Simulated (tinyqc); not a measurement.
Electron mobility in a silicon inversion layer, empirical terms and Matthiessen rule: two steps of the calculation.

Inversion layer of sheet density Ns on a uniformly doped body, under a high-permittivity gate with an interlayer. The mobility terms are empirical power laws with prefactors chosen for the exercise; adding their inverses (Matthiessen) is itself an approximation.

Values chosen for this exercise; material values close to those of silicon: temperature T = 300 K; relative permittivity of the semiconductor eps_r = 11.5; body doping Nb = 9.3e17 cm^-3; weight of the inversion charge in the effective field eta = 0.5; gate capacitance Cox = 1.37 uF/cm^2; phonon-limited mobility at 1 MV/cm and 300 K Ap = 427 cm^2/(V s); roughness-limited mobility at 1 MV/cm As = 920 cm^2/(V s); exponent of the roughness term gs = 2; Coulomb prefactor Ac = 2400 cm^2/(V s); charge at the interface Nit = 6.5e10 cm^-2; remote-phonon mobility without interlayer Ar = 150 cm^2/(V s); interlayer thickness ti = 1.3 nm; decay length of remote phonons lr = 0.9 nm; ratio W/L WL = 20; drain voltage Vd = 0.02 V; measured linear current I = 4.13 uA.

Constants: q = 1.602176634e-19 C, eps0 = 8.8541878128e-14 F/cm where lengths are in cm. Results are converted to the units shown.

Task 1. Inversion density for the measured current. I = (W/L) q Ns mu Vd. E = q (Ndep + eta Ns)/(eps0 eps_r) in MV/cm. With t = T/(300 K): muC = Ac (Ns/1e12 cm^-2) t/(Nb/1e17 cm^-3 + Nit/1e11 cm^-2), muP = Ap E^(-1/3) t^(-1.75), muS = As E^(-gs), muR = Ar exp(2 ti/lr)/t; 1/mu is the sum of the inverses. Ns(new) = I/((W/L) q mu Vd).

Ns after iteration 1 = 1.0306207e12 cm^-2
Ndep = 3.3415971e12 cm^-2

Give: E; mu; Ns after iteration 2.

Result 1.

E = 0.60688 MV/cm
mu = 147.56 cm^2/(V s)
Ns after iteration 2 = 4.3671e11 cm^-2

The value that enters this step is an overshoot, farther from the solution than the start was, so its intermediate quantities are not physical.

Task 2. Split C-V extraction. Q(Vg) is the trapezoid sum of Cgc from the first point (where Q is taken as 0); mu_eff = I/((W/L) Q Vd); mu_FE = (dI/dVg)/((W/L) Cox Vd) with a backward difference. Listed from point 4 on.

| point | Vg (V) | Cgc (uF/cm^2) | I (uA) |
|---|---|---|---|
| 0 | 0.1 | 0.0010387917 | 8.5173686e-7 |
| 1 | 0.15 | 0.0041259273 | 1.3461219e-5 |
| 2 | 0.2 | 0.016278479 | 2.1105908e-4 |
| 3 | 0.25 | 0.062585179 | 0.0032083609 |
| 4 | 0.3 | 0.21928099 | 0.043584405 |
| 5 | 0.35 | 0.59096538 | 0.42532027 |
| 6 | 0.4 | 1.0291874 | 2.2487797 |
| 7 | 0.45 | 1.2647880 | 6.4202078 |
| 8 | 0.5 | 1.3419578 | 12.377214 |
| 9 | 0.55 | 1.3628460 | 19.239142 |
| 10 | 0.6 | 1.3681958 | 26.463405 |
| 11 | 0.65 | 1.3695463 | 33.760284 |
| 12 | 0.7 | 1.3698860 | 40.969740 |

Give: Q; mu_eff; mu_FE.

Result 2.

| point | Q (uC/cm^2) | mu_eff (cm^2/(V s)) | mu_FE (cm^2/(V s)) |
|---|---|---|---|
| 4 | 0.0096575 | 11.283 | 1.4736 |
| 5 | 0.029914 | 35.546 | 13.932 |
| 6 | 0.070417 | 79.837 | 66.550 |
| 7 | 0.12777 | 125.62 | 152.24 |
| 8 | 0.19294 | 160.38 | 217.41 |
| 9 | 0.26056 | 184.60 | 250.44 |
| 10 | 0.32883 | 201.19 | 263.66 |
| 11 | 0.39728 | 212.45 | 266.31 |
| 12 | 0.46576 | 219.91 | 263.12 |

At the last point mu_FE is 20 % above mu_eff.

Numbers from tinyqc (`OMP_NUM_THREADS=1 python tinyqc.py 2510143 2510144 out.jsonl`; about 0.01 s on one thread of a shared Intel Xeon 2.30GHz).
